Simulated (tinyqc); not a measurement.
Worked calculation: Hueckel theory of the pi electrons, for the molecule C=Cc1ccncc(=O)c1 (SMILES; centres numbered as the heavy atoms are written). One step of it, computed by the program tinyqc.

Question. Orbitals. Diagonalise; E = alpha + x beta with beta < 0, so the largest x are filled first; degenerate levels share their electrons. P = sum n_i c_ri c_si; each orbital has its largest coefficient positive (the first on a tie).

Hueckel matrix in units of beta (H = alpha + beta A):
```
           1C        2C        3C        4C        5C        6N        7C        8C
1C   0.000000  1.000000  0.000000  0.000000  0.000000  0.000000  0.000000  0.000000
2C   1.000000  0.000000  1.000000  0.000000  0.000000  0.000000  0.000000  0.000000
3C   0.000000  1.000000  0.000000  1.000000  0.000000  0.000000  0.000000  0.000000
4C   0.000000  0.000000  1.000000  0.000000  1.000000  0.000000  0.000000  0.000000
5C   0.000000  0.000000  0.000000  1.000000  0.000000  1.000000  0.000000  0.000000
6N   0.000000  0.000000  0.000000  0.000000  1.000000  0.500000  1.000000  0.000000
7C   0.000000  0.000000  0.000000  0.000000  0.000000  1.000000  0.000000  1.000000
8C   0.000000  0.000000  0.000000  0.000000  0.000000  0.000000  1.000000  0.000000
9O   0.000000  0.000000  0.000000  0.000000  0.000000  0.000000  0.000000  1.000000
10C  0.000000  0.000000  1.000000  0.000000  0.000000  0.000000  0.000000  1.000000

           9O       10C
1C   0.000000  0.000000
2C   0.000000  0.000000
3C   0.000000  1.000000
4C   0.000000  0.000000
5C   0.000000  0.000000
6N   0.000000  0.000000
7C   0.000000  0.000000
8C   1.000000  1.000000
9O   1.000000  0.000000
10C  0.000000  0.000000
```

pi electrons, sum of z_r less the charge = 10

Give: x values; occupations; coefficients; charge and bond-order matrix P.

Answer.

x values: 2.2986  1.7640  1.6377  0.8527  0.6938  -0.3892  -0.3963  -1.1323  -1.7674  -2.0615

occupations: 2.0000  2.0000  2.0000  2.0000  2.0000  0.0000  0.0000  0.0000  0.0000  0.0000

coefficients:
```
        MO1      MO2      MO3      MO4      MO5      MO6      MO7      MO8
1C   0.0821  -0.2124  -0.1650   0.5479   0.2784  -0.2948   0.4252  -0.4892
2C   0.1888  -0.3747  -0.2702   0.4672   0.1932   0.1147  -0.1685   0.5540
3C   0.3519  -0.4486  -0.2775  -0.1495  -0.1444   0.2501  -0.3584  -0.1381
4C   0.2681  -0.3747   0.0932  -0.4451   0.1932  -0.4622  -0.1685  -0.2596
5C   0.2644  -0.2124   0.4301  -0.2300   0.2784  -0.0703   0.4252   0.4320
6N   0.3397   0.0000   0.6112   0.2490   0.0000   0.4896   0.0000  -0.2296
7C   0.3466   0.2124   0.2652   0.3178  -0.2784  -0.3650  -0.4252  -0.0572
8C   0.4569   0.3747  -0.1769   0.0220  -0.1932  -0.3475   0.1685   0.2944
9O   0.3519   0.4904  -0.2775  -0.1495   0.6309   0.2501  -0.1207  -0.1381
10C  0.3519  -0.0419  -0.2775  -0.1495  -0.4865   0.2501   0.4791  -0.1381

         MO9     MO10
1C    0.0796   0.1730
2C   -0.1406  -0.3567
3C    0.1690   0.5623
4C   -0.3270  -0.3567
5C    0.4090   0.1730
6N   -0.3958   0.0000
7C    0.4885  -0.1730
8C   -0.4676   0.3567
9O    0.1690  -0.1165
10C   0.1690  -0.4458
```

charge and bond-order matrix P:
```
          1C       2C       3C       4C       5C       6N       7C       8C
1C    0.9135   0.8987   0.0957  -0.2077  -0.1053   0.1270   0.0725  -0.1092
2C    0.8987   1.0091   0.4234  -0.0096  -0.0807   0.0307   0.0178  -0.0667
3C    0.0957   0.4234   0.8904   0.5504   0.1264  -0.1745  -0.1084   0.1328
4C   -0.2077  -0.0096   0.5504   0.9128   0.6935   0.0745  -0.3144  -0.1630
5C   -0.1053  -0.0807   0.1264   0.6935   0.8610   0.5909   0.0200  -0.1874
6N    0.1270   0.0307  -0.1745   0.0745   0.5909   1.1019   0.7179   0.1052
7C    0.0725   0.0178  -0.1084  -0.3144   0.0200   0.7179   0.8282   0.5036
8C   -0.1092  -0.0667   0.1328  -0.1630  -0.1874   0.1052   0.5036   0.8366
9O    0.1284   0.0193  -0.1758   0.1463   0.1591  -0.1745  -0.1412   0.5369
10C  -0.2676  -0.0135   0.6244   0.1135  -0.2369  -0.1745   0.2548   0.5697

          9O      10C
1C    0.1284  -0.2676
2C    0.0193  -0.0135
3C   -0.1758   0.6244
4C    0.1463   0.1135
5C    0.1591  -0.2369
6N   -0.1745  -0.1745
7C   -0.1412   0.2548
8C    0.5369   0.5697
9O    1.7234  -0.2086
10C  -0.2086   0.9232
```
